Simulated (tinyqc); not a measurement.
Elastic trap-assisted tunnelling through a dielectric: one step of the calculation.

Emitter at x = 0 (Fermi level 0), collector at x = t (Fermi level -V), band edge U(x) = phi - F x, F = V/t. A trap at x has the energy E = U(x) - Et. With G(u) = (4/(3 F)) sqrt(mo/C) max(u, 0)^1.5, C = hbar^2/(2 m0): S1 = G(phi - E) - G(Et), S2 = G(Et) - G(phi - V - E), T1,2 = exp(-S1,2). The steady rate through one trap is nu T1 T2 (f1 - f2)/(T1 + T2), f1 = f(E), f2 = f(E + V), f(y) = 1/(1 + exp(y/Vt)); both contacts offer states at E.

Question. Rate through a trap near the best position. n equally spaced x from xa to xb, where nearly all of the current flows; J = q Nt times the integral of the rate, by Simpson's rule.

Inputs (values chosen for the exercise); dielectric values close to those of hafnium oxide:
```
symbol   value   unit                                           meaning
T          300      K                                       temperature
phi       1.47     eV             barrier above the emitter Fermi level
mo         0.2     m0                                   tunnelling mass
t          7.9     nm                                         thickness
Et        1.08     eV  trap depth below the band edge of the dielectric
Nt      4.7e17  cm^-3                                      trap density
nu        1e14    1/s                                 attempt frequency
n           13                                       points of the grid
V         1.76      V                                           voltage
xa        0.96     nm                              left end of the grid
xb        3.48     nm                             right end of the grid
```

Constants: q = 1.602176634e-19 C, kB = 1.380649e-23 J/K, hbar = 1.054571817e-34 J s, m0 = 9.1093837015e-31 kg, Vt = kB T/q, hbar^2/(2 m0) = 0.0380998212 eV nm^2. Results are converted to the units shown.

Wanted: x; E; S1; S2; f1 - f2; rate; J.

Answer.

```
point  x (nm)   E (eV)     S1     S2   f1 - f2  rate (1/s)
0       0.960   0.1761   4.79  15.39  0.001098     2.274e4
1       1.170   0.1293   5.90  15.39  0.006672     1.382e5
2       1.380   0.0826   7.02  15.39   0.03941     8.160e5
3       1.590   0.0358   8.16  15.39    0.2004     4.147e6
4       1.800  -0.0110   9.32  15.39    0.6049     1.250e7
5       2.010  -0.0578  10.50  15.39    0.9034     1.857e7
6       2.220  -0.1046  11.70  15.39    0.9828     1.986e7
7       2.430  -0.1514  12.92  15.39    0.9971     1.904e7
8       2.640  -0.1982  14.15  15.39    0.9995     1.604e7
9       2.850  -0.2449  15.40  15.39    0.9999     1.028e7
10      3.060  -0.2917  16.67  15.39     1.000     4.494e6
11      3.270  -0.3385  17.96  15.24     1.000     1.488e6
12      3.480  -0.3853  19.26  14.99     1.000     4.254e5
```

J = 0.1700 A/cm^2

Range of the model: Phonon-assisted (inelastic) capture, chains of traps and a spread of trap depths are left out.

Numbers from tinyqc (`OMP_NUM_THREADS=1 python tinyqc.py 2370110 2370111 out.jsonl`; about 0.04 s on one thread of a shared Intel Xeon 2.30GHz).
